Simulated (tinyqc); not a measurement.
Gain of the pnp from the holding current.

Inverse problem. On state with both base-emitter voltages at Von: npn base current Ib = (Von/Rs + bp Von/Rw)/(bn bp - 1), holding current Ih = (bn + 1) Ib + Von/Rs. Find bp.

Inputs (values chosen for the exercise):
- bn = 1.8 (current gain of the npn)
- Rs = 57 ohm (substrate resistance shunting the npn)
- Rw = 1400 ohm (well resistance shunting the pnp)
- Von = 0.75 V (base-emitter voltage in the on state)

Ih = 24.229119 mA

Solution. Ih gives Ib, and Ib (bn bp - 1) = Von/Rs + bp Von/Rw is linear in bp.

bp = 2.600

Numbers from tinyqc (`OMP_NUM_THREADS=1 python tinyqc.py 2670064 2670065 out.jsonl`; about 0.04 s on one thread of a shared Intel Xeon 2.30GHz).
